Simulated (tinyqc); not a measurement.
Comparisons within one model: standing waves and exposure in a photoresist film. A value that a table varies takes the place of the one given here.

Normal incidence from air. Unexposed resist: N1 = n1 + i k1 with k1 = (A + B) lam/(4 pi), lam in micrometres. r01 = (1 - N1)/(1 + N1), t01 = 2/(1 + N1). Substrate Ns = ns + i ks: r12 = (N1 - Ns)/(N1 + Ns). With p = exp(2 pi i N1 d/lam), the field at depth z is E(z) = t01 [exp(2 pi i N1 z/lam) + r12 p^2 exp(-2 pi i N1 z/lam)]/(1 + r01 r12 p^2), the relative intensity I(z) = n1 |E(z)|^2 and the reflectance R = |(r01 + r12 p^2)/(1 + r01 r12 p^2)|^2.

Parameters, chosen for this exercise (a resist on W, indices near tabulated ones; shifted at random, so the results belong to these values and not to a real crystal):
- lam = 193 nm (vacuum wavelength)
- n1 = 1.676 (resist index)
- A = 0.04 1/micrometre (bleachable absorption (Dill A))
- B = 0.96 1/micrometre (fixed absorption (Dill B))
- d = 94 nm (resist thickness)
- ns = 1.288 (substrate n)
- ks = 3.009 (substrate k)

## Swing of the coupled dose with resist thickness

The mean of I is taken over 800 depths; the relative dose to clear is taken as 1/(mean of I over the lowest period, 60 depths), scaled to 1 in the first row.

Swing:

| d (nm) | R | mean I | relative dose |
|---|---|---|---|
| 94.0 | 0.4912 | 1.3957 | 1.000 |
| 103.6 | 0.5848 | 1.0638 | 1.238 |
| 113.2 | 0.5671 | 1.0243 | 1.192 |
| 122.8 | 0.4277 | 1.3024 | 0.916 |
| 132.4 | 0.2198 | 1.7911 | 0.695 |
| 142.0 | 0.2571 | 1.7326 | 0.760 |
| 151.6 | 0.4495 | 1.2679 | 1.054 |
| 161.2 | 0.5467 | 0.9991 | 1.292 |
| 170.8 | 0.5280 | 0.9879 | 1.245 |
| 180.4 | 0.3850 | 1.2504 | 0.970 |
| 190.0 | 0.1803 | 1.6659 | 0.751 |
| 199.6 | 0.2190 | 1.5952 | 0.816 |
| 209.2 | 0.4119 | 1.1867 | 1.111 |

How do the results move?

The period is 57.6 nm, six rows. The relative dose swings between 0.695 and 1.292, a ratio (max - min)/mean of 0.595, against the estimate 4 sqrt(|r01|^2 |r12|^2) exp(-(A + B) d) = 0.656 for the oscillating part alone; the ratio from the table also holds the slow rise from absorption, 11.1 % over two periods, so the two are not strictly comparable. The dose is least sensitive to thickness at an extremum; the lowest dose listed is at 132.4 nm.

## What moves the exposure

The mean of I is over 800 depths. Each row changes one parameter from the base and keeps the others.

Results:

| case | \|r12\|^2 | R | mean I | I at the bottom |
|---|---|---|---|---|
| base | 0.5082 | 0.4912 | 1.3957 | 0.4914 |
| d = 104 nm | 0.5082 | 0.5862 | 1.0564 | 0.3955 |
| n1 = 1.693 | 0.5061 | 0.5086 | 1.3391 | 0.4805 |
| B = 1.16 1/micrometre | 0.5066 | 0.4743 | 1.3742 | 0.4823 |
| ks = 2.708 | 0.4568 | 0.4623 | 1.3323 | 0.5368 |
| ns = 1.417 | 0.4825 | 0.4684 | 1.3827 | 0.4751 |

How do the results move?

The largest shifts from the base row, up to three for each result and ties (the steps differ in size, so this ranks the rows, not the parameters). |r12|^2: ks -0.0514, ns -0.0257, n1 -0.0021; unchanged at the printed digits by d. R: d +0.0951, ks -0.0289, ns -0.0228. mean I: d -0.3393, ks -0.0634, n1 -0.0566. I at the bottom: d -0.0959, ks +0.0454, ns -0.0163.

Run: tinyqc, `OMP_NUM_THREADS=1 python tinyqc.py 1681873 1681874 out.jsonl`; Intel(R) Xeon(R) Processor @ 2.30GHz, one thread, shared host; about 0.01 s of CPU time with all checks.
